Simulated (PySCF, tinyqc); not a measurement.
G0W0 on RHF in the sto-3g basis, for H3-, spin multiplicity 1, step by step. The basis has no diffuse functions, so it cannot describe the extra electron: this is an exercise in the method, not the real anion. The lowest restricted solution is unstable here: a spin-polarised one lies 0.1506 hartree lower (PySCF). One step of it, computed by the program tinyqc.

Question. Integrals over molecular orbitals. (pq|rs) = sum C_ip C_jq C_kr C_ls (ij|kl), one index at a time.

coefficients C:
```
            MO1        MO2        MO3
1H 1s  0.357684   0.905162  -0.576212
2H 1s  0.570839  -0.000195   0.976584
3H 1s  0.357992  -0.904636  -0.576931
```

core Hamiltonian H = T + V (hartree):
```
           1H 1s      2H 1s      3H 1s
1H 1s  -1.339521  -0.701911  -0.701610
2H 1s  -0.701911  -1.339691  -0.702057
3H 1s  -0.701610  -0.702057  -1.339577
```

Two-electron integrals (ij|kl) in chemists' order, unique and non-zero (hartree):
```
(11|11) 0.774606   (21|11) 0.228584   (21|21) 0.092553   (22|11) 0.419256
(22|21) 0.228584   (22|22) 0.774606   (31|11) 0.228461   (31|21) 0.081209
(31|22) 0.173562   (31|31) 0.092464   (32|11) 0.173635   (32|21) 0.081258
(32|22) 0.228644   (32|31) 0.081225   (32|32) 0.092596   (33|11) 0.419163
(33|21) 0.173611   (33|22) 0.419301   (33|31) 0.228461   (33|32) 0.228644
(33|33) 0.774606
```

Give: one-electron integrals over orbitals h = C^T H C; Two-electron integrals over orbitals.

Answer.

one-electron integrals over orbitals h = C^T H C (hartree):
```
         1        2        3
1  -1.5329  -0.0001   0.0669
2  -0.0001  -1.0447   0.0000
3   0.0669   0.0000  -1.0537
```

Two-electron integrals over orbitals (pq|rs), unique and non-zero (hartree):
```
(11|11) 0.5543      (21|11) -5.77e-05   (21|21) 0.1174      (22|11) 0.5031
(22|21) 1.34e-04    (22|22) 0.6234      (31|11) 0.0423      (31|21) 2.55e-05
(31|22) -0.1086     (31|31) 0.1642      (32|11) 3.68e-05    (32|21) -0.1079
(32|22) -8.91e-05   (32|31) -8.72e-05   (32|32) 0.1098      (33|11) 0.5501
(33|21) -9.93e-05   (33|22) 0.4908      (33|31) 0.0677      (33|32) 6.94e-05
(33|33) 0.5763
```
